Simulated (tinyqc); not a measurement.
Worked calculation: ellipsoidal valleys in the axes of a wafer and a channel. Values are carried at full precision from step to step, so a last printed digit may differ when a step is redone from the rounded ones.

Valleys with axes a along [111], [1-1-1], [-11-1] and [-1-11], one whole valley each; inverse mass tensor w = 1/mt + (1/ml - 1/mt) a a. Device axes: z = nz/|nz|, x = nx/|nx|, y = z cross x; in them a = (ax, ay, az). Confinement mass mz = 1/w_zz. In the plane w_ij is replaced by u_ij = w_ij - w_iz w_jz/w_zz (i, j = x, y); density-of-states mass md = 1/sqrt(det u); conductivity mass along x mc = 1/u_xx; ballistic transport mass mx = u_yy/det u, width mass my = 1/u_yy.

Constants: hbar^2/2m0 = 3.80998211 eV angstrom^2; kB = 8.617333262e-05 eV/K.

Parameters, chosen for this exercise (near those of the L valleys of Ge; not measured data):
```
symbol  value      unit  meaning
ml      1.612      m0    longitudinal mass
mt      0.084      m0    transverse mass
nz      (1, 1, 0)        surface normal (confinement)
nx      (0, 0, 1)        channel direction
t       8.6        nm    thickness of the film
T       300        K     temperature
```

## Device axes and valley axes

Give the rows x, y, z in cubic components and each valley axis in device components.

device axes:
```
,[100],[010],[001]
x,0.0000,0.0000,1.0000
y,0.7071,-0.7071,0.0000
z,0.7071,0.7071,0.0000
```

valley axes:
```
,ax,ay,az
[111],0.57735,0.00000,0.81650
[1-1-1],-0.57735,0.81650,0.00000
[-11-1],-0.57735,-0.81650,0.00000
[-1-11],0.57735,0.00000,-0.81650
```

## Tensors of the valley [111]

Form w and the reduced tensor u.

w (1/m0):
```
,x,y,z
x,8.1433,0.0000,-5.3195
y,0.0000,11.9048,0.0000
z,-5.3195,0.0000,4.3818
```

u (1/m0):
```
,x,y
x,1.6854,0.0000
y,0.0000,11.9048
```

The axis is tilted against the normal, so w_xz or w_yz is not zero and the reduction changes the masses in the plane.

## Masses of all valleys

Give mz, md, mc, mx and my.

Masses (m0):
```
valley,mz,md,mc,mx,my
[111],0.2282,0.2232,0.5933,0.5933,0.0840
[1-1-1],0.0840,0.3680,0.1228,0.5933,0.2282
[-11-1],0.0840,0.3680,0.1228,0.5933,0.2282
[-1-11],0.2282,0.2232,0.5933,0.5933,0.0840
```

mz md^2 = ml mt^2 = 0.01137 for every valley, so a heavy confinement mass comes with a small density of states. The heaviest mz is 0.228, for [111] and [-1-11].

## Subbands and shares in a film

Hard walls: E_n = c (n pi/t)^2/mz, c = hbar^2/2m0, n = 1, 2, 3. Non-degenerate share of a valley proportional to md sum_n exp(-E_n/kT); mean 1/mc = sum of share/mc. 1 nm = 10 angstrom.

Give the ladders, the shares and the mean conductivity mass.

Subbands:
```
valley,E1 (meV),E2 (meV),E3 (meV),share
[111],22.3,89.1,200.5,0.371
[1-1-1],60.5,242.1,544.7,0.129
[-11-1],60.5,242.1,544.7,0.129
[-1-11],22.3,89.1,200.5,0.371
```

mean mc = 0.2979 m0

The lowest ladder ([111] and [-1-11]) holds 74 % of the electrons in these valleys, the next starts 38 meV higher.

## Checks

- mz md^2 against ml mt^2: they agree to 1e-10 or better.
- mx my against md^2: they agree to 1e-10 or better.

Run: tinyqc, `OMP_NUM_THREADS=1 python tinyqc.py 1880377 1880378 out.jsonl`; Intel(R) Xeon(R) Processor @ 2.30GHz, one thread, shared host; about 0.01 s of CPU time with all checks.
